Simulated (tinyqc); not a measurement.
Inside a calculation. Method: UHF in the sto-6g basis, for H4, spin multiplicity 3. This run ends on a higher stationary point, not on the lowest solution. One step of it, computed by the program tinyqc.

Question. Iteration 2: building the Fock matrix. J_ij = sum D_kl (ij|kl) with D = D(alpha) + D(beta), K_ij = sum D_kl (ik|jl) for each spin; F = H + J - K(s); E = tr D H + tr D J / 2 - 0.5 sum_s tr D(s) K(s) + E_nn.

D(alpha) after iteration 1, lower triangle:
```
           1H 1s      2H 1s     3H 1s     4H 1s
1H 1s   0.734751
2H 1s   0.026198   0.734751
3H 1s   0.328670  -0.379883  0.734751
4H 1s  -0.379883   0.328670  0.026198  0.734751
```

D(beta) after iteration 1, lower triangle:
```
          1H 1s     2H 1s     3H 1s     4H 1s
1H 1s  0.177434
2H 1s  0.177434  0.177434
3H 1s  0.177434  0.177434  0.177434
4H 1s  0.177434  0.177434  0.177434  0.177434
```

core Hamiltonian H = T + V (hartree), lower triangle:
```
           1H 1s      2H 1s      3H 1s      4H 1s
1H 1s  -1.268009
2H 1s  -0.546903  -1.268009
3H 1s  -0.098094  -0.056940  -1.268009
4H 1s  -0.056940  -0.098094  -0.546903  -1.268009
```

Two-electron integrals (ij|kl) in chemists' order, unique and non-zero (hartree):
```
(11|11) 0.774999   (21|11) 0.179653   (21|21) 0.060298   (22|11) 0.380961
(22|21) 0.179653   (22|22) 0.774999   (31|11) 0.023760   (31|21) 0.006543
(31|22) 0.016465   (31|31) 0.001527   (32|11) 0.010799   (32|21) 0.003804
(32|22) 0.012051   (32|31) 0.000737   (32|32) 0.000434   (33|11) 0.216196
(33|21) 0.066366   (33|22) 0.189604   (33|31) 0.023760   (33|32) 0.012051
(33|33) 0.774999   (41|11) 0.012051   (41|21) 0.003804   (41|22) 0.010799
(41|31) 0.000737   (41|32) 0.000424   (41|33) 0.010799   (41|41) 0.000434
(42|11) 0.016465   (42|21) 0.006543   (42|22) 0.023760   (42|31) 0.001064
(42|32) 0.000737   (42|33) 0.016465   (42|41) 0.000737   (42|42) 0.001527
(43|11) 0.066366   (43|21) 0.021818   (43|22) 0.066366   (43|31) 0.006543
(43|32) 0.003804   (43|33) 0.179653   (43|41) 0.003804   (43|42) 0.006543
(43|43) 0.060298   (44|11) 0.189604   (44|21) 0.066366   (44|22) 0.216196
(44|31) 0.016465   (44|32) 0.010799   (44|33) 0.380961   (44|41) 0.012051
(44|42) 0.023760   (44|43) 0.179653   (44|44) 0.774999
```

nuclear repulsion = 1.60001872 hartree

Give: Coulomb J; exchange K(alpha); exchange K(beta); F(alpha); F(beta); total energy of this density.

Answer.

Coulomb J (hartree), lower triangle:
```
       1H 1s  2H 1s  3H 1s  4H 1s
1H 1s  1.556
2H 1s  0.492  1.556
3H 1s  0.081  0.046  1.556
4H 1s  0.046  0.081  0.492  1.556
```

exchange K(alpha) (hartree), lower triangle:
```
        1H 1s   2H 1s  3H 1s  4H 1s
1H 1s   0.629
2H 1s   0.273   0.629
3H 1s   0.069  -0.008  0.629
4H 1s  -0.008   0.069  0.273  0.629
```

exchange K(beta) (hartree), lower triangle:
```
       1H 1s  2H 1s  3H 1s  4H 1s
1H 1s  0.229
2H 1s  0.156  0.229
3H 1s  0.082  0.075  0.229
4H 1s  0.075  0.082  0.156  0.229
```

F(alpha) (hartree), lower triangle:
```
        1H 1s   2H 1s   3H 1s   4H 1s
1H 1s  -0.340
2H 1s  -0.327  -0.340
3H 1s  -0.087  -0.003  -0.340
4H 1s  -0.003  -0.087  -0.327  -0.340
```

F(beta) (hartree), lower triangle:
```
        1H 1s   2H 1s   3H 1s  4H 1s
1H 1s   0.059
2H 1s  -0.210   0.059
3H 1s  -0.100  -0.086   0.059
4H 1s  -0.086  -0.100  -0.210  0.059
```

total energy of this density = -1.70418 hartree
